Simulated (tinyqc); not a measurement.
## The Fermi level, mass and scattering length from S, n and sigma

Problem. Bulk parabolic band, x = (E - Ec)/kB T, C = hbar^2/(2 m0), kB T in eV. Modes per area gv m kB T x/(4 pi C) times the back-scattering length l0 x^rr give the transport function s0 X(x), s0 = (2 q^2/h) gv m kB T l0/(4 pi C), X = x^(1 + rr). I_k = int X (x - eta)^k w dx, w = 1/(4 cosh^2((x - eta)/2)). sigma = s0 I_0, S = -(kB/q) I_1/I_0; n = 2 gv (m kB T/(4 pi C))^1.5 F(eta), F(y) = (2/sqrt(pi)) int_0^infinity sqrt(u)/(1 + exp(u - y)) du. Find eta, m and l0.

Parameters, values chosen for the exercise: temperature T = 700 K; valleys gv = 6; energy exponent of that length rr = 1.

Constants: q = 1.602176634e-19 C, kB = 1.380649e-23 J/K, hbar = 1.054571817e-34 J s, h = 6.62607015e-34 J s, m0 = 9.1093837015e-31 kg, Vt = kB T/q, hbar^2/(2 m0) = 0.0380998212 eV nm^2. Results are converted to the units shown.

S = -347.69463 uV/K
n = 3.1604322e19 cm^-3
sigma = 74.386825 S/cm

Answer. |S| falls steadily as eta rises and depends on nothing else, so it fixes eta; n then gives m, and sigma gives l0.

eta = -0.900
m = 0.300 m0
l0 = 0.570 nm

tinyqc, about 0.1 s, one thread, Intel Xeon 2.30GHz (shared host): `OMP_NUM_THREADS=1 python tinyqc.py 2800110 2800111 out.jsonl`
